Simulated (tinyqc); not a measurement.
# Input admittance of a MOSFET at zero drain bias: distributed channel and distributed gate: dividing a fixed width into fingers

Source and drain grounded, strong inversion, w = 2 pi f, Cox = eps0 eox/tox. The channel is an RC line of resistance 1/(mu Cox Vo) per square fed from both ends, so one finger has the intrinsic admittance y = i w Cox L tanh(g)/g per width, g = (1/2) sqrt(i w tau), tau = L^2/(mu Vo). The vertical resistance rv/L is in series with y, the overlaps 2 i w Cov in parallel: y_t = 1/(1/y + rv/L) + 2 i w Cov. The gate strip is a line of Rsh/L per length loaded by y_t, so a finger has Y = y_t Wf tanh(k)/k, k = (Wf/sd) sqrt(y_t Rsh/L); the device has Nf Y.

Low-frequency limits, with c = Cox L and ct = c + 2 Cov: R_strip = Rsh Wf/(3 sd^2 L Nf), R_ch = (c/ct)^2 L/(12 mu Cox Vo Wf Nf), R_vert = (c/ct)^2 rv/(L Wf Nf), C = ct Wf Nf. Total width Wf Nf = 510 um; each finger also has a contact resistance Rc at each contacted end, which adds Rc/(sd Nf). The resistances are low-frequency limits, good while |k| is below about 1; the far-point signal is |1/cosh k| at f, without Rc.

Parameters, values chosen for the exercise; values of the order met in silicon radio-frequency transistors: relative permittivity of the gate insulator (close to silicon dioxide) eox = 3.9; insulator thickness tox = 5.3 nm; channel length L = 0.7 um; channel mobility mu = 190 cm^2/(V s); gate overdrive Vo = 0.38 V; sheet resistance of the gate Rsh = 18 ohm/square; vertical resistivity of the gate stack rv = 3.7 ohm um^2; number of ends at which a finger is contacted sd = 2; overlap and fringe capacitance on each side Cov = 0.38 fF/um; frequency f = 1.2 GHz.

Constants: eps0 = 8.8541878128e-14 F/cm where lengths are in cm. Results are converted to the units shown.

The same in every row: R_ch + R_vert (ohm) = 1.794.

Dividing a fixed width into fingers:

| Nf | Wf (um) | R_strip (ohm) | Rc/(sd Nf) for Rc = 30 ohm (ohm) | sum (ohm) | signal at the far point |
|---|---|---|---|---|---|
| 1 | 510.0 | 1093 | 15.00 | 1110 | 0.005518 |
| 2 | 255.0 | 273.2 | 7.500 | 282.5 | 0.1048 |
| 4 | 127.5 | 68.30 | 3.750 | 73.85 | 0.4825 |
| 8 | 63.75 | 17.08 | 1.875 | 20.74 | 0.9042 |
| 16 | 31.88 | 4.269 | 0.9375 | 7.001 | 0.9896 |
| 32 | 15.94 | 1.067 | 0.4688 | 3.330 | 0.9984 |
| 64 | 7.969 | 0.2668 | 0.2344 | 2.295 | 0.9997 |
| 128 | 3.984 | 0.06670 | 0.1172 | 1.978 | 0.9999 |

What does the table show?

R_strip falls as 1/Nf^2, from 1090 to 0.0667 ohm, the contact term as 1/Nf, and R_ch + R_vert stays at 1.79 ohm since the total width is fixed. The sum is within a factor 1.5 of that floor from Nf = 64 on. More fingers add wiring capacitance, which is left out.

Numbers from tinyqc (`OMP_NUM_THREADS=1 python tinyqc.py 2262211 2262212 out.jsonl`; about 0.01 s on one thread of a shared Intel Xeon 2.30GHz).
